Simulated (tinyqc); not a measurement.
Sp3 tight binding, zinc-blende lattice, step by step. One step of it, computed by the program tinyqc.

Problem. Levels at X. Diagonalise the Hermitian matrix.

H(k) at X (eV), order a s, a px, a py, a pz, c s, c px, c py, c pz:
$$\begin{pmatrix}
-14.680000 & 0.000000 & 0.000000 & 0.000000 & 0.000000 & 0.000000+7.075545i & 0.000000 & 0.000000 \\
0.000000 & -7.030000 & 0.000000 & 0.000000 & 0.000000-7.075545i & 0.000000 & 0.000000 & 0.000000 \\
0.000000 & 0.000000 & -7.030000 & 0.000000 & 0.000000 & 0.000000 & 0.000000 & 0.000000+8.198904i \\
0.000000 & 0.000000 & 0.000000 & -7.030000 & 0.000000 & 0.000000 & 0.000000+8.198904i & 0.000000 \\
0.000000 & 0.000000+7.075545i & 0.000000 & 0.000000 & -14.680000 & 0.000000 & 0.000000 & 0.000000 \\
0.000000-7.075545i & 0.000000 & 0.000000 & 0.000000 & 0.000000 & -7.030000 & 0.000000 & 0.000000 \\
0.000000 & 0.000000 & 0.000000 & 0.000000-8.198904i & 0.000000 & 0.000000 & -7.030000 & 0.000000 \\
0.000000 & 0.000000 & 0.000000-8.198904i & 0.000000 & 0.000000 & 0.000000 & 0.000000 & -7.030000
\end{pmatrix}$$

Give: eigenvalues.

Solution.

eigenvalues (eV): [-18.8983, -18.8983, -15.2289, -15.2289, -2.8117, -2.8117, 1.1689, 1.1689]
